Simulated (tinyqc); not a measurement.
Finite-difference solution of the diffusion equation on a small grid. Changing the time step dt. Computed by tinyqc, a small Python program. Command: `OMP_NUM_THREADS=1 python tinyqc.py 3005885 3005886 out.jsonl fdiff sweep`. One thread of a shared host (Intel(R) Xeon(R) Processor @ 2.30GHz), about 0.01 s of CPU time with the checks.

dC/dt = D d2C/dx2 on nodes x_j = j dx, j = 0..11; the far end is sealed.

Inputs (values chosen for the exercise): diffusivity D = 1.5 nm^2/s; grid spacing dx = 25 nm; final time t_f = 1920 s.

Boundary at x = 0: sealed surface. Scheme: explicit.

start values C_j, j = 0, 1, ... (% of a reference): [6.62, 25.9, 71.3, 100, 77, 26.4, 11.9, 0, 0, 0, 0, 0]

Method:
- The operator M acts as (M C)_j = C_(j-1) - 2 C_j + C_(j+1); at the sealed far end a mirror node gives 2 C_(N-2) - 2 C_(N-1); at j = 0, a mirror node gives 2 C_1 - 2 C_0.
- r = D dt/dx^2.
- With r = D dt/dx^2: (1 - theta r M) C(new) = (1 + (1 - theta) r M) C(old); theta = 0 explicit, 1 implicit, 1/2 Crank-Nicolson.
- The run takes n = round(t_f/dt) steps of length t_f/n.
- The dose is the trapezoidal sum of C dx; the error is the largest difference from exp(M D t/dx^2) C(0), the exact time evolution on the same grid.

One run for each value:
```
time step dt (s)  largest error at t_f (%)  mesh ratio r  final C_6 (%)  final dose (% nm)
7.5                                0.03059         0.018         26.702            7895.25
15.0                               0.06112         0.036         26.709            7895.25
30.0                               0.12200         0.072         26.721            7895.25
60.0                               0.24291         0.144         26.744            7895.25
120.0                              0.48049         0.288         26.779            7895.25
```

Over the rows, largest error at t_f (%) rises from 0.0306 to 0.480 (exponent d ln y / d ln x about 0.99 throughout). The exponent of largest error at t_f stays between 0.98 and 1.00, near 1: first order in the step.

Extremes, crossings and ranges named in words are read from the listed rows.
